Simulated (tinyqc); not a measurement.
Inside a calculation. Method: Hartree-Fock atom on a uniform radial grid, spin-unpolarised, for He. Computed by tinyqc, a small Python program that keeps every step. Settings: Z = 2, points = 256, R = 13.9, functional = hf2, mixing = 1.0, iteration cap = 76. Command: `OMP_NUM_THREADS=1 python tinyqc.py 26274 26275 out.jsonl` (the two numbers bound the seeds that draw the settings). One thread of a shared host (Intel(R) Xeon(R) Processor @ 2.60GHz), about 0.2 s of CPU time with the checks. Later iterations appear only in the table of the cycle.

## Iteration 1

Spherical atom on a uniform radial grid r_j = j h with h = R/(N + 1), h sum u^2 = 1 and integrals as h times sums, u(0) = u(R) = 0 (atomic units):
```
parameter            value
Z                        2
points N               256
R                13.900000
h                 0.054086
mixing            1.000000
electrons in 1s          2
```

Three-point differences turn -u''/2 + [l(l+1)/2r^2 - Z/r + V] u = e u into a tridiagonal matrix (diagonal 1/h^2 + potential, off-diagonal -1/2h^2). D = sum f u^2; the Hartree potential y/r solves y'' = -D/r with y(0) = 0, y(R) = N_e; for two electrons in one orbital exchange is -V_H/2 (Hartree-Fock); E = sum f e - int D V + int D (V_H/2 + eps_xc); V(new) = V + mixing (V_H + v_xc - V).

eigenvalues (hartree): [-1.9942]

Every 16th grid point:
```
r          V in     u(1s)         D     V_H     v_xc
0.8654   0.0000    0.8676    1.5055  2.1125  -1.0562
1.7307   0.0000    0.3084    0.1903  1.1505  -0.5752
2.5961   0.0000    0.0822    0.0135  0.7702  -0.3851
3.4615   0.0000    0.0195    0.0008  0.5778  -0.2889
4.3268   0.0000    0.0043  3.75e-05  0.4622  -0.2311
5.1922   0.0000    0.0009  1.71e-06  0.3852  -0.1926
6.0576   0.0000  1.92e-04  7.34e-08  0.3302  -0.1651
6.9230   0.0000  3.89e-05  3.03e-09  0.2889  -0.1444
7.7883   0.0000  7.78e-06  1.21e-10  0.2568  -0.1284
8.6537   0.0000  1.54e-06         0  0.2311  -0.1156
9.5191   0.0000  3.00e-07         0  0.2101  -0.1051
10.3844  0.0000  5.83e-08         0  0.1926  -0.0963
11.2498  0.0000  1.12e-08         0  0.1778  -0.0889
12.1152  0.0000  2.15e-09         0  0.1651  -0.0825
12.9805  0.0000  3.97e-10         0  0.1541  -0.0770
13.8459  0.0000  1.46e-11         0  0.1444  -0.0722
```

total energy = -2.739834 hartree

## Iteration 2

As before.

eigenvalues (hartree): [-0.8168]

Every 16th grid point:
```
r          V in     u(1s)         D     V_H     v_xc
0.8654   1.0562    0.8424    1.4192  1.9185  -0.9593
1.7307   0.5752    0.4669    0.4361  1.1288  -0.5644
2.5961   0.3851    0.2097    0.0880  0.7681  -0.3841
3.4615   0.2889    0.0864    0.0149  0.5776  -0.2888
4.3268   0.2311    0.0339    0.0023  0.4622  -0.2311
5.1922   0.1926    0.0129  3.33e-04  0.3852  -0.1926
6.0576   0.1651    0.0048  4.63e-05  0.3302  -0.1651
6.9230   0.1444    0.0018  6.23e-06  0.2889  -0.1444
7.7883   0.1284    0.0006  8.19e-07  0.2568  -0.1284
8.6537   0.1156  2.30e-04  1.06e-07  0.2311  -0.1156
9.5191   0.1051  8.19e-05  1.34e-08  0.2101  -0.1051
10.3844  0.0963  2.90e-05  1.68e-09  0.1926  -0.0963
11.2498  0.0889  1.02e-05  2.08e-10  0.1778  -0.0889
12.1152  0.0825  3.53e-06  2.49e-11  0.1651  -0.0825
12.9805  0.0770  1.12e-06         0  0.1541  -0.0770
13.8459  0.0722  5.37e-08         0  0.1444  -0.0722
```

total energy = -2.842637 hartree

## Convergence

Stop when input and output potentials agree to 1e-7.

Course of the cycle (hartree):
```
iteration          E    e(1s)  largest |V(out) - V(in)|
1          -2.739834  -1.9942                  1.99e+00
2          -2.842637  -0.8168                  4.05e-01
3          -2.851185  -0.9475                  1.21e-01
4          -2.851933  -0.9049                  3.57e-02
5          -2.851998  -0.9171                  1.06e-02
6          -2.852004  -0.9134                  3.12e-03
7          -2.852005  -0.9145                  9.22e-04
8          -2.852005  -0.9142                  2.72e-04
9          -2.852005  -0.9143                  8.05e-05
10         -2.852005  -0.9143                  2.38e-05
11         -2.852005  -0.9143                  7.04e-06
12         -2.852005  -0.9143                  2.08e-06
13         -2.852005  -0.9143                  6.15e-07
14         -2.852005  -0.9143                  1.82e-07
15         -2.852005  -0.9143                  5.37e-08
```

Converged in 15 iterations. A uniform grid resolves the cusp poorly: for a bare nucleus this grid gives 1s at -1.99418 against -Z^2/2 = -2 hartree. Before convergence this energy mixes input and output and is not variational, so it may rise towards its limit.
